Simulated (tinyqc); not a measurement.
Hopping conduction between localised states: one step, computed by the program tinyqc. Command: `OMP_NUM_THREADS=1 python tinyqc.py 3004129 3004130 out.jsonl hop walk`. One thread of a shared host (Intel(R) Xeon(R) Processor @ 2.30GHz), about 0.01 s of CPU time with the checks.

Energies are counted from the Fermi level. A small network shows the mechanism; the laws of an infinite system follow.

Question. Kirchhoff solution. Site 1 is held at potential 1 and site 7 at 0; Kirchhoff's law sum_j G_ij (u_i - u_j) = 0 fixes the others; G = sum_j G_1j (1 - u_j). G_ij = G_0 exp(-s_ij).

Inputs (values chosen for the exercise, for a model amorphous semiconductor): conductance scale G_0 = 1 microsiemens; temperature T = 37 K.

Dimension: 2D.

s_ij:
```
[[0.00000, 7.62414, 8.39690, 11.37373, 14.08667, 19.64699, 21.48851],
 [7.62414, 0.00000, 8.87346, 10.43704, 12.27318, 19.13574, 19.88151],
 [8.39690, 8.87346, 0.00000, 4.37628, 8.42675, 12.13160, 13.87894],
 [11.37373, 10.43704, 4.37628, 0.00000, 4.28617, 8.74538, 10.15090],
 [14.08667, 12.27318, 8.42675, 4.28617, 0.00000, 8.72242, 8.68780],
 [19.64699, 19.13574, 12.13160, 8.74538, 8.72242, 0.00000, 4.97847],
 [21.48851, 19.88151, 13.87894, 10.15090, 8.68780, 4.97847, 0.00000]]
```

Give: potentials; conductance G; -ln(G/G_0).

Answer.

potentials: [1.000, 0.848, 0.425, 0.410, 0.402, 0.018, 0.000]

conductance G = 2.112e-04 microsiemens

-ln(G/G_0) = 8.463
